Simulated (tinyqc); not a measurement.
Inside a calculation. Method: plane-wave Kohn-Sham cycle with exchange-only LDA in a layered model solid. One step of it, computed by the program tinyqc.

Question. Iteration 1: levels at that k. Diagonalise the Hermitian matrix.

H (hartree):
```
           -2         -1         +0         +1         +2
-2   0.238240  -0.200000  -0.105000   0.000000   0.000000
-1  -0.200000  -0.138724  -0.200000  -0.105000   0.000000
+0  -0.105000  -0.200000  -0.241532  -0.200000  -0.105000
+1   0.000000  -0.105000  -0.200000  -0.070185  -0.200000
+2   0.000000   0.000000  -0.105000  -0.200000   0.375318
```

Give: eigenvalues.

Answer.

eigenvalues (hartree): -0.5789  -0.1013  0.0565  0.3294  0.4574
